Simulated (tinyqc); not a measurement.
# Trench capacitor in an array: capacitance, non-linearity, leakage and relaxation: charge lost after writing

A film between two metal electrodes, each interface adding a series capacitance ci. The small-signal permittivity is ek (1 + aq E^2); the field is found with the linear permittivity. Leakage J = J0 sinh(E/Ef). After a voltage step the film passes a relaxation current kr C V tt^(-nr), tt being the time in seconds. The sidewall is a coaxial capacitor with radii a = dm/2 - t and b = dm/2, depth AR dm; the end face is left out.

Planar film: Cf = eps0 ek/t, 1/C = 1/Cf + 2/ci, EOT = 3.9 eps0/C, effective permittivity C t/eps0, E = (V/t) C/Cf. A capacitor written for t0 and then left open loses, as a share of C V, kr (tt^(1 - nr) - t0^(1 - nr))/(1 - nr) by relaxation and J tt/(C V) by leakage; both are taken as small, and rows far outside that range are left out.

Values chosen for this exercise; permittivity of the order of that of silicon nitride: relative permittivity of the film ek = 7.85; film thickness t = 15 nm; capacitance of each electrode interface (dead layer and screening) ci = 180 uF/cm^2; quadratic field coefficient of the permittivity aq = 0.0023 cm^2/MV^2; bias V = 2.1 V; exponent of the relaxation current nr = 0.976; strength of the relaxation kr = 0.0015; leakage prefactor J0 = 2.7e-10 A/cm^2; field for an e-fold rise of the leakage Ef = 0.26 MV/cm; duration of the write pulse t0 = 1e-8 s.

Constants: eps0 = 8.8541878128e-14 F/cm where lengths are in cm. Results are converted to the units shown.

The same in every row: leakage current (nA/cm^2) = 28.63.

Charge lost after writing:

| tt (s) | relaxation current (nA/cm^2) | loss by relaxation (%) | loss by leakage (%) | total loss (%) |
|---|---|---|---|---|
| 1e-6 | 1.042e6 | 0.4694 | 2.958e-6 | 0.4694 |
| 1e-5 | 1.102e5 | 0.7243 | 2.958e-5 | 0.7243 |
| 0.0001 | 1.164e4 | 0.9937 | 2.958e-4 | 0.9940 |
| 0.001 | 1230 | 1.278 | 0.002958 | 1.281 |
| 0.01 | 130.0 | 1.579 | 0.02958 | 1.609 |
| 0.1 | 13.74 | 1.897 | 0.2958 | 2.193 |
| 1 | 1.452 | 2.233 | 2.958 | 5.191 |

What does the comparison show?

The two currents are equal at tt = 0.0471 s. The loss by relaxation grows from 0.469 to 2.23 %, by 0.255 points over the first decade and 0.336 over the last, while the loss by leakage grows tenfold a decade. Leakage is the larger loss for tt = 1 s. For tt = 1 the falling voltage would already cut the leakage, so the linear estimate overstates the loss.

tinyqc, about 0.01 s, one thread, Intel Xeon 2.30GHz (shared host): `OMP_NUM_THREADS=1 python tinyqc.py 2102091 2102092 out.jsonl`
